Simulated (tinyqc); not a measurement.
Inside a calculation. Method: UHF in the sto-3g basis, for H4, spin multiplicity 1. One step of it, computed by the program tinyqc.

Problem. Iteration 2: DIIS coefficients. Solve [B -1; -1 0][c; lambda] = [0; -1] for the coefficients, which sum to one.

B (overlaps of the stored error matrices):
```
               1              2
1  3.9141114e-01  6.6030206e-02
2  6.6030206e-02  1.2388162e-02
```

Give: DIIS coefficients.

Solution.

DIIS coefficients: -0.1974  1.1974
